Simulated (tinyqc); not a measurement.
Inside a calculation (part 2 of 2). Method: UKS/BLYP in the 6-311g basis, for H2-, spin multiplicity 2. The basis has no diffuse functions, so it cannot describe the extra electron: this is an exercise in the method, not the real anion. Computed by tinyqc, a small Python program that keeps every step (integrals from PySCF). Command: `OMP_NUM_THREADS=1 python tinyqc.py 27459 27460 out.jsonl` (the two numbers bound the seeds that draw the settings). One thread of a shared host (Intel(R) Xeon(R) Processor @ 2.60GHz), about 1 s of CPU time with the checks.

Geometry (angstrom):
```
atom         x         y         z
H     0.000000  0.000000  0.000000
H     0.000000  0.000000  1.169000
```

## Iteration 2: building the Kohn-Sham matrix

D(alpha) after iteration 1:
```
           1H 1s      1H 2s      1H 3s      2H 1s      2H 2s      2H 3s
1H 1s   0.049613   0.055325   0.218564   0.008885   0.017530  -0.126419
1H 2s   0.055325   0.062905   0.217452   0.017530   0.027830  -0.102692
1H 3s   0.218564   0.217452   1.533638  -0.126419  -0.102692  -1.388492
2H 1s   0.008885   0.017530  -0.126419   0.049613   0.055325   0.218564
2H 2s   0.017530   0.027830  -0.102692   0.055325   0.062905   0.217452
2H 3s  -0.126419  -0.102692  -1.388492   0.218564   0.217452   1.533638
```

D(beta) after iteration 1:
```
          1H 1s     1H 2s     1H 3s     2H 1s     2H 2s     2H 3s
1H 1s  0.009670  0.015274  0.035677  0.009670  0.015274  0.035677
1H 2s  0.015274  0.024127  0.056355  0.015274  0.024127  0.056355
1H 3s  0.035677  0.056355  0.131631  0.035677  0.056355  0.131631
2H 1s  0.009670  0.015274  0.035677  0.009670  0.015274  0.035677
2H 2s  0.015274  0.024127  0.056355  0.015274  0.024127  0.056355
2H 3s  0.035677  0.056355  0.131631  0.035677  0.056355  0.131631
```

core Hamiltonian H = T + V (hartree):
```
           1H 1s      1H 2s      1H 3s      2H 1s      2H 2s      2H 3s
1H 1s  -0.259423  -0.831325  -0.577726  -0.162010  -0.356630  -0.388496
1H 2s  -0.831325  -0.869536  -0.740492  -0.356630  -0.544406  -0.570882
1H 3s  -0.577726  -0.740492  -0.739113  -0.388496  -0.570882  -0.634450
2H 1s  -0.162010  -0.356630  -0.388496  -0.259423  -0.831325  -0.577726
2H 2s  -0.356630  -0.544406  -0.570882  -0.831325  -0.869536  -0.740492
2H 3s  -0.388496  -0.570882  -0.634450  -0.577726  -0.740492  -0.739113
```

nuclear repulsion = 0.45267512 hartree

V_xc(alpha) (hartree):
```
           1H 1s      1H 2s      1H 3s      2H 1s      2H 2s      2H 3s
1H 1s  -0.619586  -0.372536  -0.188114  -0.021548  -0.100237  -0.117664
1H 2s  -0.372536  -0.401384  -0.276840  -0.100237  -0.179414  -0.191402
1H 3s  -0.188114  -0.276840  -0.265767  -0.117664  -0.191402  -0.212726
2H 1s  -0.021548  -0.100237  -0.117664  -0.619586  -0.372536  -0.188114
2H 2s  -0.100237  -0.179414  -0.191402  -0.372536  -0.401384  -0.276840
2H 3s  -0.117664  -0.191402  -0.212726  -0.188114  -0.276840  -0.265767
```

V_xc(beta) (hartree):
```
           1H 1s      1H 2s      1H 3s      2H 1s      2H 2s      2H 3s
1H 1s  -0.505694  -0.313835  -0.159914  -0.020350  -0.089013  -0.101679
1H 2s  -0.313835  -0.354907  -0.248282  -0.089013  -0.167753  -0.176573
1H 3s  -0.159914  -0.248282  -0.241539  -0.101679  -0.176573  -0.197556
2H 1s  -0.020350  -0.089013  -0.101679  -0.505694  -0.313835  -0.159914
2H 2s  -0.089013  -0.167753  -0.176573  -0.313835  -0.354907  -0.248282
2H 3s  -0.101679  -0.176573  -0.197556  -0.159914  -0.248282  -0.241539
```

E_xc = sum of w rho eps_xc = -0.79246264 hartree

Given earlier and not repeated: Two-electron integrals (ij|kl) in chemists' order.

J_ij = sum D_kl (ij|kl) with D = D(alpha) + D(beta); F = H + J + V_xc; E = tr D H + tr D J / 2 + E_xc + E_nn.

Coulomb J (hartree):
```
          1H 1s     1H 2s     1H 3s     2H 1s     2H 2s     2H 3s
1H 1s  1.637661  1.100791  0.572145  0.075268  0.320425  0.365238
1H 2s  1.100791  1.389019  1.018412  0.320425  0.658518  0.719855
1H 3s  0.572145  1.018412  1.090523  0.365238  0.719855  0.880852
2H 1s  0.075268  0.320425  0.365238  1.637661  1.100791  0.572145
2H 2s  0.320425  0.658518  0.719855  1.100791  1.389019  1.018412
2H 3s  0.365238  0.719855  0.880852  0.572145  1.018412  1.090523
```

F(alpha) (hartree):
```
           1H 1s      1H 2s      1H 3s      2H 1s      2H 2s      2H 3s
1H 1s   0.758652  -0.103070  -0.193695  -0.108290  -0.136442  -0.140922
1H 2s  -0.103070   0.118099   0.001080  -0.136442  -0.065302  -0.042429
1H 3s  -0.193695   0.001080   0.085643  -0.140922  -0.042429   0.033676
2H 1s  -0.108290  -0.136442  -0.140922   0.758652  -0.103070  -0.193695
2H 2s  -0.136442  -0.065302  -0.042429  -0.103070   0.118099   0.001080
2H 3s  -0.140922  -0.042429   0.033676  -0.193695   0.001080   0.085643
```

F(beta) (hartree):
```
           1H 1s      1H 2s      1H 3s      2H 1s      2H 2s      2H 3s
1H 1s   0.872544  -0.044369  -0.165495  -0.107092  -0.125217  -0.124937
1H 2s  -0.044369   0.164575   0.029638  -0.125217  -0.053641  -0.027601
1H 3s  -0.165495   0.029638   0.109871  -0.124937  -0.027601   0.048845
2H 1s  -0.107092  -0.125217  -0.124937   0.872544  -0.044369  -0.165495
2H 2s  -0.125217  -0.053641  -0.027601  -0.044369   0.164575   0.029638
2H 3s  -0.124937  -0.027601   0.048845  -0.165495   0.029638   0.109871
```

total energy of this density = -1.03000038 hartree

## Iteration 2: diagonalisation and new density

X:
```
           1H 1s      1H 2s      1H 3s      2H 1s      2H 2s      2H 3s
1H 1s   1.374389  -0.748806   0.207532   0.037040   0.022823  -0.052910
1H 2s  -0.748806   2.139330  -1.021920   0.022823  -0.283421   0.212991
1H 3s   0.207532  -1.021920   2.149964  -0.052910   0.212991  -0.931507
2H 1s   0.037040   0.022823  -0.052910   1.374389  -0.748806   0.207532
2H 2s   0.022823  -0.283421   0.212991  -0.748806   2.139330  -1.021920
2H 3s  -0.052910   0.212991  -0.931507   0.207532  -1.021920   2.149964
```

Diagonalise F' = X^T F X, C = X C', fill 2 alpha and 1 beta electrons from the bottom; D(s) = C_occ C_occ^T. Each column has its largest component positive (the first on a tie).

F' = X^T F X (alpha) (hartree):
```
           1          2          3          4          5          6
1   1.610243  -1.041087   0.036077   0.070115  -0.081552  -0.082025
2  -1.041087   1.082755  -0.298094  -0.081552  -0.103499   0.036116
3   0.036077  -0.298094   0.318614  -0.082025   0.036116  -0.076028
4   0.070115  -0.081552  -0.082025   1.610243  -1.041087   0.036077
5  -0.081552  -0.103499   0.036116  -1.041087   1.082755  -0.298094
6  -0.082025   0.036116  -0.076028   0.036077  -0.298094   0.318614
```

orbital energies (alpha) (hartree): MO1 -0.046487, MO2 0.187315, MO3 0.436562, MO4 0.547826, MO5 2.385883, MO6 2.512124

coefficients C (alpha):
```
            MO1        MO2        MO3        MO4        MO5        MO6
1H 1s  0.173296   0.147447  -0.079193  -0.137418  -1.088691  -1.111415
1H 2s  0.244031   0.160447  -0.869826  -1.125411   1.644012   1.223421
1H 3s  0.238185   1.163683   0.894591   1.767918  -1.031727  -0.473740
2H 1s  0.173296  -0.147447  -0.079193   0.137418   1.088691  -1.111415
2H 2s  0.244031  -0.160447  -0.869826   1.125411  -1.644012   1.223421
2H 3s  0.238185  -1.163683   0.894591  -1.767918   1.031727  -0.473740
```

F' = X^T F X (beta) (hartree):
```
           1          2          3          4          5          6
1   1.737744  -1.041948   0.045119   0.069716  -0.079335  -0.078833
2  -1.041948   1.117137  -0.293908  -0.079335  -0.118000   0.035920
3   0.045119  -0.293908   0.340734  -0.078833   0.035920  -0.085234
4   0.069716  -0.079335  -0.078833   1.737744  -1.041948   0.045119
5  -0.079335  -0.118000   0.035920  -1.041948   1.117137  -0.293908
6  -0.078833   0.035920  -0.085234   0.045119  -0.293908   0.340734
```

orbital energies (beta) (hartree): MO1 -0.000640, MO2 0.240028, MO3 0.461269, MO4 0.605942, MO5 2.483164, MO6 2.601469

coefficients C (beta):
```
            MO1        MO2        MO3        MO4        MO5        MO6
1H 1s  0.152037   0.129922   0.069993  -0.125515  -1.092354  -1.115137
1H 2s  0.222683   0.101769   0.898819  -1.164666   1.621192   1.206418
1H 3s  0.271835   1.265127  -0.889866   1.710417  -1.008999  -0.464435
2H 1s  0.152037  -0.129922   0.069993   0.125515   1.092354  -1.115137
2H 2s  0.222683  -0.101769   0.898819   1.164666  -1.621192   1.206418
2H 3s  0.271835  -1.265127  -0.889866  -1.710417   1.008999  -0.464435
```

D(alpha) after iteration 2:
```
           1H 1s      1H 2s      1H 3s      2H 1s      2H 2s      2H 3s
1H 1s   0.051772   0.065947   0.212858   0.008291   0.018632  -0.130305
1H 2s   0.065947   0.085294   0.244834   0.018632   0.033808  -0.128585
1H 3s   0.212858   0.244834   1.410890  -0.130305  -0.128585  -1.297425
2H 1s   0.008291   0.018632  -0.130305   0.051772   0.065947   0.212858
2H 2s   0.018632   0.033808  -0.128585   0.065947   0.085294   0.244834
2H 3s  -0.130305  -0.128585  -1.297425   0.212858   0.244834   1.410890
```

D(beta) after iteration 2:
```
          1H 1s     1H 2s     1H 3s     2H 1s     2H 2s     2H 3s
1H 1s  0.023115  0.033856  0.041329  0.023115  0.033856  0.041329
1H 2s  0.033856  0.049588  0.060533  0.033856  0.049588  0.060533
1H 3s  0.041329  0.060533  0.073894  0.041329  0.060533  0.073894
2H 1s  0.023115  0.033856  0.041329  0.023115  0.033856  0.041329
2H 2s  0.033856  0.049588  0.060533  0.033856  0.049588  0.060533
2H 3s  0.041329  0.060533  0.073894  0.041329  0.060533  0.073894
```

## Iteration 18 (converged): orbitals

converged F(alpha) (hartree):
```
           1H 1s      1H 2s      1H 3s      2H 1s      2H 2s      2H 3s
1H 1s   0.811751  -0.072605  -0.178627  -0.106120  -0.127440  -0.131126
1H 2s  -0.072605   0.146240   0.018561  -0.127440  -0.050858  -0.029195
1H 3s  -0.178627   0.018561   0.099086  -0.131126  -0.029195   0.045436
2H 1s  -0.106120  -0.127440  -0.131126   0.811751  -0.072605  -0.178627
2H 2s  -0.127440  -0.050858  -0.029195  -0.072605   0.146240   0.018561
2H 3s  -0.131126  -0.029195   0.045436  -0.178627   0.018561   0.099086
```

converged F(beta) (hartree):
```
           1H 1s      1H 2s      1H 3s      2H 1s      2H 2s      2H 3s
1H 1s   0.878809  -0.035017  -0.160057  -0.105883  -0.121385  -0.121128
1H 2s  -0.035017   0.182697   0.043627  -0.121385  -0.043512  -0.017021
1H 3s  -0.160057   0.043627   0.124394  -0.121128  -0.017021   0.061130
2H 1s  -0.105883  -0.121385  -0.121128   0.878809  -0.035017  -0.160057
2H 2s  -0.121385  -0.043512  -0.017021  -0.035017   0.182697   0.043627
2H 3s  -0.121128  -0.017021   0.061130  -0.160057   0.043627   0.124394
```

As before.

F' = X^T F X (alpha) (hartree):
```
           1          2          3          4          5          6
1   1.666870  -1.039452   0.039911   0.069716  -0.080494  -0.081189
2  -1.039452   1.103056  -0.295938  -0.080494  -0.100872   0.037939
3   0.039911  -0.295938   0.322715  -0.081189   0.037939  -0.074578
4   0.069716  -0.080494  -0.081189   1.666870  -1.039452   0.039911
5  -0.080494  -0.100872   0.037939  -1.039452   1.103056  -0.295938
6  -0.081189   0.037939  -0.074578   0.039911  -0.295938   0.322715
```

orbital energies (alpha) (hartree): MO1 -0.017841, MO2 0.202888, MO3 0.450662, MO4 0.569834, MO5 2.425653, MO6 2.554087

coefficients C (alpha):
```
            MO1        MO2        MO3        MO4        MO5        MO6
1H 1s  0.165393   0.136696  -0.078400  -0.133341  -1.090599  -1.112674
1H 2s  0.222330   0.119140  -0.883908  -1.146702   1.632773   1.217450
1H 3s  0.264008   1.233977   0.889276   1.726066  -1.020857  -0.470046
2H 1s  0.165393  -0.136696  -0.078400   0.133341   1.090599  -1.112674
2H 2s  0.222330  -0.119140  -0.883908   1.146702  -1.632773   1.217450
2H 3s  0.264008  -1.233977   0.889276  -1.726066   1.020857  -0.470046
```

F' = X^T F X (beta) (hartree):
```
           1          2          3          4          5          6
1   1.739870  -1.039468   0.043434   0.069514  -0.079527  -0.079089
2  -1.039468   1.135017  -0.291057  -0.079527  -0.115524   0.037218
3   0.043434  -0.291057   0.349293  -0.079089   0.037218  -0.083574
4   0.069514  -0.079527  -0.079089   1.739870  -1.039468   0.043434
5  -0.079527  -0.115524   0.037218  -1.039468   1.135017  -0.291057
6  -0.079089   0.037218  -0.083574   0.043434  -0.291057   0.349293
```

orbital energies (beta) (hartree): MO1 0.015690, MO2 0.250616, MO3 0.471867, MO4 0.615554, MO5 2.487595, MO6 2.607038

coefficients C (beta):
```
            MO1        MO2        MO3        MO4        MO5        MO6
1H 1s  0.155189   0.131344   0.072220  -0.128569  -1.091829  -1.114561
1H 2s  0.213660   0.089168   0.898617  -1.162375   1.623577   1.208199
1H 3s  0.278428   1.280572  -0.887724   1.698659  -1.009379  -0.464628
2H 1s  0.155189  -0.131344   0.072220   0.128569   1.091829  -1.114561
2H 2s  0.213660  -0.089168   0.898617   1.162375  -1.623577   1.208199
2H 3s  0.278428  -1.280572  -0.887724  -1.698659   1.009379  -0.464628
```

D(alpha) after iteration 18:
```
           1H 1s      1H 2s      1H 3s      2H 1s      2H 2s      2H 3s
1H 1s   0.046041   0.053058   0.212345   0.008669   0.020486  -0.125015
1H 2s   0.053058   0.063625   0.205713   0.020486   0.035237  -0.088319
1H 3s   0.212345   0.205713   1.592399  -0.125015  -0.088319  -1.452998
2H 1s   0.008669   0.020486  -0.125015   0.046041   0.053058   0.212345
2H 2s   0.020486   0.035237  -0.088319   0.053058   0.063625   0.205713
2H 3s  -0.125015  -0.088319  -1.452998   0.212345   0.205713   1.592399
```

D(beta) after iteration 18:
```
          1H 1s     1H 2s     1H 3s     2H 1s     2H 2s     2H 3s
1H 1s  0.024084  0.033158  0.043209  0.024084  0.033158  0.043209
1H 2s  0.033158  0.045651  0.059489  0.033158  0.045651  0.059489
1H 3s  0.043209  0.059489  0.077522  0.043209  0.059489  0.077522
2H 1s  0.024084  0.033158  0.043209  0.024084  0.033158  0.043209
2H 2s  0.033158  0.045651  0.059489  0.033158  0.045651  0.059489
2H 3s  0.043209  0.059489  0.077522  0.043209  0.059489  0.077522
```

## Convergence

Stop when the energy changes by less than 1e-09 hartree and every element of the error matrix X^T (F D S - S D F) X (for each spin) is below 9e-06.

Course of the cycle:
```
iteration  E (hartree)     change  largest element of the error matrix
1          -0.59168119          -                             2.91e-01
2          -1.03000038  -4.38e-01                             4.66e-02
3          -1.03938966  -9.39e-03                             1.93e-02
4          -1.04057349  -1.18e-03                             7.68e-03
5          -1.04093070  -3.57e-04                             5.62e-03
6          -1.04105633  -1.26e-04                             3.20e-03
7          -1.04110305  -4.67e-05                             1.99e-03
8          -1.04112017  -1.71e-05                             1.20e-03
9          -1.04112651  -6.35e-06                             7.32e-04
10         -1.04112885  -2.34e-06                             4.44e-04
11         -1.04112972  -8.64e-07                             2.70e-04
12         -1.04113003  -3.19e-07                             1.64e-04
13         -1.04113015  -1.18e-07                             9.96e-05
14         -1.04113020  -4.35e-08                             6.05e-05
15         -1.04113021  -1.61e-08                             3.68e-05
16         -1.04113022  -5.93e-09                             2.23e-05
17         -1.04113022  -2.19e-09                             1.36e-05
18         -1.04113022  -8.08e-10                             8.25e-06
```

PySCF UKS in the same basis, fine grid, after a stability check = -1.04114755 hartree

Converged in 18 iterations. The coarse grid moves the energy by +1.73e-05 hartree.

## Populations, bond orders and dipole

overlap S:
```
          1H 1s     1H 2s     1H 3s     2H 1s     2H 2s     2H 3s
1H 1s  1.000000  0.706377  0.373664  0.045219  0.199967  0.235198
1H 2s  0.706377  1.000000  0.788963  0.199967  0.451553  0.538900
1H 3s  0.373664  0.788963  1.000000  0.235198  0.538900  0.778262
2H 1s  0.045219  0.199967  0.235198  1.000000  0.706377  0.373664
2H 2s  0.199967  0.451553  0.538900  0.706377  1.000000  0.788963
2H 3s  0.235198  0.538900  0.778262  0.373664  0.788963  1.000000
```

Mulliken: Z minus the diagonal of D S on the atom; Loewdin: the same with S^(1/2) D S^(1/2); Mayer order: 2 sum_s sum (D(s) S)_ij (D(s) S)_ji over the two atoms.

Charges (e):
```
atom   Mulliken    Loewdin  Mulliken spin
1H    -0.500000  -0.500000       0.500000
2H    -0.500000  -0.500000       0.500000
```

Mayer bond orders:
```
pair     order
2-1   0.293363
```

dipole moment about the origin, x y z (debye): 0.000000  0.000000  -2.807473

<S^2> of the determinant (pure state: 0.75) = 0.750474
